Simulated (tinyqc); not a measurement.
Dopant redistribution at a moving silicon-oxide interface during parabolic oxidation: one step, computed by the program tinyqc. Command: `OMP_NUM_THREADS=1 python tinyqc.py 3007388 3007389 out.jsonl segox walk`. One thread of a shared host (Intel(R) Xeon(R) Processor @ 2.30GHz), about 0.01 s of CPU time with the checks.

Uniformly doped silicon is oxidised with x_ox = sqrt(B t); the interface advances into the silicon by alpha x_ox, alpha = 0.44. The dopant does not move in the oxide, and at the interface C(silicon) = m C(oxide).

Problem. Interface concentration. With the dopant diffusivity D and s = alpha x_ox/(2 sqrt(D t)), in the silicon C = C_B + (C_s - C_B) erfc(y/(2 sqrt(D t)))/erfc(s), y from the original surface. Dopant balance at the interface gives C_s/C_B = 1/[1 + (1/(m alpha) - 1) g], g = sqrt(pi) s exp(s^2) erfc(s).

Inputs (values chosen for the exercise, modelled on phosphorus in silicon under steam): segregation coefficient m = C(silicon)/C(oxide) = 7; bulk doping C_B = 1.1e+15 1/cm^3; temperature T = 1150 C.

s = 0.5448780

Give: g; ratio C_s/C_B; C_s in the silicon; concentration in the oxide.

Solution.

g = 0.57308

ratio C_s/C_B = 1.6314

C_s in the silicon = 1.7945e+15 1/cm^3

concentration in the oxide = 2.5636e+14 1/cm^3

m alpha = 3.080: the oxide rejects dopant, which piles up in the silicon. For a very fast interface the ratio would tend to m alpha. Caution: parabolic growth needs an oxide much thicker than the Deal-Grove length A, which fails for thin films and low temperatures; oxidation-enhanced or retarded diffusion is ignored.
